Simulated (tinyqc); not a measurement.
Sp3 tight binding, zinc-blende lattice, step by step. Computed by tinyqc, a small Python program that keeps every step. Command: `OMP_NUM_THREADS=1 python tinyqc.py 26163 26164 out.jsonl` (the two numbers bound the seeds that draw the settings). One thread of a shared host (Intel(R) Xeon(R) Processor @ 2.60GHz), about 0.01 s of CPU time with the checks.

## Bloch Hamiltonian at k

Parameters chosen for this model: zinc-blende lattice, anion at 0, cation at a/4 (1,1,1); V = eta hbar^2 / (m d^2), hbar^2/m = 7.619964 eV angstrom^2:

| parameter | value | unit |
|---|---|---|
| a | 4.940000 | angstrom |
| d | 2.139083 | angstrom |
| Es anion | -12.700000 | eV |
| Ep anion | -6.840000 | eV |
| Es cation | -12.700000 | eV |
| Ep cation | -6.840000 | eV |
| eta ss | -1.570000 |  |
| eta sp | 1.340000 |  |
| eta pp sigma | 2.210000 |  |
| eta pp pi | -0.780000 |  |
| V ss | -2.614553 | eV |
| V sp | 2.231529 | eV |
| V pp sigma | 3.680358 | eV |
| V pp pi | -1.298950 | eV |

k point k (2 pi / a): -0.720000  -0.580000  0.050000

Slater-Koster rules over the four bonds with direction cosines (l, m, n): ss V_ss; s-px l V_sp; px-s -l V_sp; px-px l^2 V_pps + (1 - l^2) V_ppp; px-py l m (V_pps - V_ppp); each times exp(i k.d).

H(k) at k (eV):
```
                      a s                 a px                 a py                a pz
a s            -12.700000             0.000000             0.000000            0.000000
a px             0.000000            -6.840000             0.000000            0.000000
a py             0.000000             0.000000            -6.840000            0.000000
a pz             0.000000             0.000000             0.000000           -6.840000
c s   -2.720794-0.586649i  -0.136032-2.849189i  -0.224236-1.728454i  3.673152+0.105517i
c px   0.136032+2.849189i   0.375481+0.080960i  -4.732000-0.135935i  0.288876+2.226710i
c py   0.224236+1.728454i  -4.732000-0.135935i   0.375481+0.080960i  0.175246+3.670515i
c pz  -3.673152-0.105517i   0.288876+2.226710i   0.175246+3.670515i  0.375481+0.080960i

                      c s                 c px                 c py                 c pz
a s   -2.720794+0.586649i   0.136032-2.849189i   0.224236-1.728454i  -3.673152+0.105517i
a px  -0.136032+2.849189i   0.375481-0.080960i  -4.732000+0.135935i   0.288876-2.226710i
a py  -0.224236+1.728454i  -4.732000+0.135935i   0.375481-0.080960i   0.175246-3.670515i
a pz   3.673152-0.105517i   0.288876-2.226710i   0.175246-3.670515i   0.375481-0.080960i
c s            -12.700000             0.000000             0.000000             0.000000
c px             0.000000            -6.840000             0.000000             0.000000
c py             0.000000             0.000000            -6.840000             0.000000
c pz             0.000000             0.000000             0.000000            -6.840000
```

## Levels at k

Diagonalise the Hermitian matrix.

eigenvalues (eV): -17.508201  -14.535035  -13.609298  -12.167169  -4.525701  -2.922458  -1.433623  0.261485

weights |c|^2 of the basis functions:
```
        band 1    band 2    band 3    band 4    band 5    band 6    band 7    band 8
a s   0.422247  0.233987  0.049412  0.004437  0.219276  0.063350  0.002451  0.004840
a px  0.038888  0.059341  0.113408  0.229815  0.056739  0.182797  0.147145  0.171866
a py  0.019300  0.062206  0.151464  0.256613  0.005722  0.004758  0.298077  0.201859
a pz  0.019564  0.144466  0.185716  0.009135  0.218263  0.249095  0.052326  0.121434
c s   0.422247  0.233987  0.049412  0.004437  0.219276  0.063350  0.002451  0.004840
c px  0.038888  0.059341  0.113408  0.229815  0.056739  0.182797  0.147145  0.171866
c py  0.019300  0.062206  0.151464  0.256613  0.005722  0.004758  0.298077  0.201859
c pz  0.019564  0.144466  0.185716  0.009135  0.218263  0.249095  0.052326  0.121434
```

## Bloch Hamiltonian at G

k point G (2 pi / a): 0  0  0

As before.

H(k) at G (eV):
```
             a s       a px       a py       a pz         c s       c px       c py       c pz
a s   -12.700000   0.000000   0.000000   0.000000  -10.458211   0.000000   0.000000   0.000000
a px    0.000000  -6.840000   0.000000   0.000000    0.000000   1.443278   0.000000   0.000000
a py    0.000000   0.000000  -6.840000   0.000000    0.000000   0.000000   1.443278   0.000000
a pz    0.000000   0.000000   0.000000  -6.840000    0.000000   0.000000   0.000000   1.443278
c s   -10.458211   0.000000   0.000000   0.000000  -12.700000   0.000000   0.000000   0.000000
c px    0.000000   1.443278   0.000000   0.000000    0.000000  -6.840000   0.000000   0.000000
c py    0.000000   0.000000   1.443278   0.000000    0.000000   0.000000  -6.840000   0.000000
c pz    0.000000   0.000000   0.000000   1.443278    0.000000   0.000000   0.000000  -6.840000
```

## Levels at G

As before.

eigenvalues (eV): -23.158211  -8.283278  -8.283278  -8.283278  -5.396722  -5.396722  -5.396722  -2.241789

## Bands along a path

The same steps at evenly spaced points between the labelled ones.

Bands along the path (eV):

| k | band 1 | band 2 | band 3 | band 4 | band 5 | band 6 | band 7 | band 8 |
|---|---|---|---|---|---|---|---|---|
| L | -19.029193 | -15.301244 | -10.881177 | -10.881177 | -4.927089 | -2.798823 | -2.798823 | 0.177526 |
| L-G 0.25 | -20.006803 | -14.196422 | -10.614193 | -10.614193 | -4.624258 | -3.065807 | -3.065807 | -0.252516 |
| L-G 0.50 | -21.569246 | -12.100661 | -9.874317 | -9.874317 | -4.030360 | -3.805683 | -3.805683 | -1.379734 |
| L-G 0.75 | -22.734926 | -9.790926 | -8.881967 | -8.881967 | -4.798033 | -4.798033 | -4.310511 | -2.243637 |
| G | -23.158211 | -8.283278 | -8.283278 | -8.283278 | -5.396722 | -5.396722 | -5.396722 | -2.241789 |
| G-X 0.25 | -22.589801 | -9.709315 | -9.709315 | -8.843367 | -5.278911 | -3.970685 | -3.970685 | -2.367921 |
| G-X 0.50 | -20.971473 | -11.644185 | -11.644185 | -10.444354 | -4.943047 | -2.721126 | -2.035815 | -2.035815 |
| G-X 0.75 | -18.550752 | -12.998524 | -12.998524 | -12.850813 | -4.439114 | -3.239321 | -0.681476 | -0.681476 |
| X | -15.698188 | -15.698188 | -13.479077 | -13.479077 | -3.841812 | -3.841812 | -0.200923 | -0.200923 |
| X-W 0.25 | -15.698188 | -15.698188 | -13.479077 | -13.479077 | -3.841812 | -3.841812 | -0.200923 | -0.200923 |
| X-W 0.50 | -15.698188 | -15.698188 | -13.479077 | -13.479077 | -3.841812 | -3.841812 | -0.200923 | -0.200923 |
| X-W 0.75 | -15.698188 | -15.698188 | -13.479077 | -13.479077 | -3.841812 | -3.841812 | -0.200923 | -0.200923 |
| W | -15.698188 | -15.698188 | -13.479077 | -13.479077 | -3.841812 | -3.841812 | -0.200923 | -0.200923 |

With 4 band(s) filled, the highest filled level on these points lies at G and the lowest empty one at G: a gap of 2.8866 eV, direct.
